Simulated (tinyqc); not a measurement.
# Floating body of a partially depleted SOI transistor: body voltage and kink: effects of single changes

Source at 0 V. Channel current Ic = 2 nf K Vt^2 [F(0) - F(Vd)](1 + la Vd), F(V) = ln^2(1 + exp((Vg - VT - nf V)/(2 nf Vt))), VT = VT0 - gb Vb. Saturation voltage Vs = 2 Vt sqrt(F(0)) + 3 Vt, excess Ve = (Vd - Vs + sqrt((Vd - Vs)^2 + 0.0004 V^2))/2, multiplication M1 = Ai Ve exp(-Bl/Ve). Each junction passes D(v) = J1 (exp(v/Vt) - 1) + J2 (exp(v/(2 Vt)) - 1). Bipolar current Ib = bb J1 (exp(Vb/Vt) - 1). The body settles where M1 (Ic + Ib) = D(Vb) + D(Vb - Vd) + Vb/Rb; drain current Id = (1 + M1)(Ic + Ib) - D(Vb - Vd).

Inputs (values chosen for the exercise); values of the order met in partially depleted silicon-on-insulator transistors: temperature T = 330 K; threshold at zero body voltage VT0 = 0.49 V; fall of the threshold per volt of body voltage gb = 0.27; slope factor nf = 1.19; gain factor per width K = 600 uA/(V^2 um); channel-length modulation factor la = 0.04 1/V; impact-ionisation prefactor Ai = 2.34 1/V; impact-ionisation voltage Bl = 7 V; diffusion saturation current of each junction J1 = 6e-12 uA/um; recombination saturation current of each junction J2 = 3.5e-9 uA/um; gain of the lateral bipolar transistor on the diffusion current bb = 3; resistance of a weak body tie to the source (1e9 stands for no tie, and the term is then dropped) Rb = 8e5 kohm um; gate voltage Vg = 0.77 V; drain voltage Vd = 1 V.

Constants: q = 1.602176634e-19 C, kB = 1.380649e-23 J/K, Vt = kB T/q. Results are converted to the units shown.

Each table varies one quantity; the others keep the values above.

## Output curve and kink

Rows with more than one solution for Vb (latch) are left out; dId/dVd by a forward difference over 1e-4 V, swing = 1e-4 V over the change of log10 Id; M1 under 1e-12 is printed as 0.

Output curve and kink:

| Vd (V) | Vb (V) | M1 | Id, floating (uA/um) | Id, grounded (uA/um) | ratio | dId/dVd, floating (uS/um) | dId/dVd, grounded (uS/um) |
|---|---|---|---|---|---|---|---|
| 0.84 | 0.02467 | 1.430e-6 | 21.56 | 20.59 | 1.047 | 26.14 | 0.7976 |
| 1 | 0.3508 | 1.198e-5 | 36.87 | 20.71 | 1.780 | 177.8 | 0.8149 |
| 1.16 | 0.5739 | 8.583e-5 | 49.94 | 20.85 | 2.395 | 32.36 | 0.9051 |
| 1.32 | 0.6344 | 5.596e-4 | 54.19 | 21.01 | 2.579 | 23.01 | 1.153 |
| 1.48 | 0.6762 | 0.002238 | 57.67 | 21.23 | 2.716 | 21.21 | 1.628 |
| 1.64 | 0.7081 | 0.006452 | 61.22 | 21.55 | 2.841 | 24.00 | 2.359 |
| 1.8 | 0.7336 | 0.01486 | 65.62 | 22.00 | 2.983 | 31.92 | 3.339 |

Vb rises from 0.0247 to 0.734 V and the ratio of the currents rises from 1.05 to 2.98. The output conductance with a floating body exceeds the grounded value by the largest factor among the rows, 218, at Vd = 1 V, where Vb = 0.351 V and M1 = 1.20e-5.

## Transfer curve and swing

Same model as above.

Transfer curve and swing:

| Vg (V) | Vb (V) | M1 | Id, floating (uA/um) | Id, grounded (uA/um) | ratio | swing, floating (mV/decade) | swing, grounded (mV/decade) |
|---|---|---|---|---|---|---|---|
| 0.04 | 4.441e-6 | 0.001016 | 2.019e-6 | 2.018e-6 | 1.000 | 78.11 | 78.11 |
| 0.14 | 3.403e-5 | 0.001014 | 3.854e-5 | 3.853e-5 | 1.000 | 78.13 | 78.15 |
| 0.24 | 5.877e-4 | 0.001004 | 7.292e-4 | 7.259e-4 | 1.005 | 78.52 | 78.88 |
| 0.34 | 0.01070 | 9.594e-4 | 0.01396 | 0.01287 | 1.084 | 75.73 | 82.03 |
| 0.44 | 0.5189 | 4.023e-4 | 2.947 | 0.1833 | 16.08 | 135.9 | 94.14 |
| 0.54 | 0.5338 | 1.521e-4 | 10.27 | 1.532 | 6.702 | 245.5 | 130.1 |
| 0.64 | 0.5099 | 4.729e-5 | 21.85 | 6.464 | 3.379 | 383.6 | 200.5 |
| 0.74 | 0.4081 | 1.540e-5 | 34.08 | 16.61 | 2.052 | 818.7 | 297.0 |
| 0.84 | 0.2206 | 6.270e-6 | 44.02 | 32.19 | 1.367 | 883.7 | 405.8 |

What does the comparison show?

Vb goes from 4.44e-6 through a maximum of 0.534 (at Vg = 0.54 V among the rows listed) to 0.221 V. The smallest swing among the rows is 75.7 mV a decade with a floating body (at Vg = 0.34 V) and 78.1 with a grounded one; Vt ln 10 = 65.5. The floating swing is smaller by more than 3 % for Vg = 0.34 V, where the rising Vb lowers the threshold as Vg rises. In the first row the floating body raises the current by a factor of 1.00.

Range of the model: The multiplication law is an empirical form chosen for the exercise; self-heating and capacitive coupling to the body are left out, and the linear laws are rough once Vb passes about 0.7 V or M1 about 0.1.

tinyqc, about 0.2 s, one thread, Intel Xeon 2.30GHz (shared host): `OMP_NUM_THREADS=1 python tinyqc.py 2182072 2182073 out.jsonl`
